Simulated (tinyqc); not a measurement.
Inside a calculation. Method: Jacobi rotations on a symmetric matrix. One step of it, computed by the program tinyqc.

Task: Jacobi rotation 1. Take the largest off-diagonal element A_pq; tan 2 theta = 2 A_pq / (A_qq - A_pp) with |theta| <= pi/4; A' = J^T A J with J_pp = J_qq = cos, J_pq = sin, J_qp = -sin.

A:
```
,1,2,3,4
1,1.299000,0.281000,0.721000,1.405000
2,0.281000,1.359000,0.518000,0.935000
3,0.721000,0.518000,1.507000,0.646000
4,1.405000,0.935000,0.646000,1.827000
```

Give: p, q, theta; A'.

Result:

p, q, theta (rad): 1.0000  4.0000  0.6925

A':
```
,1,2,3,4
1,0.1334,-0.3807,0.1424,0.0000
2,-0.3807,1.3590,0.5180,0.8990
3,0.1424,0.5180,1.5070,0.9575
4,0.0000,0.8990,0.9575,2.9926
```
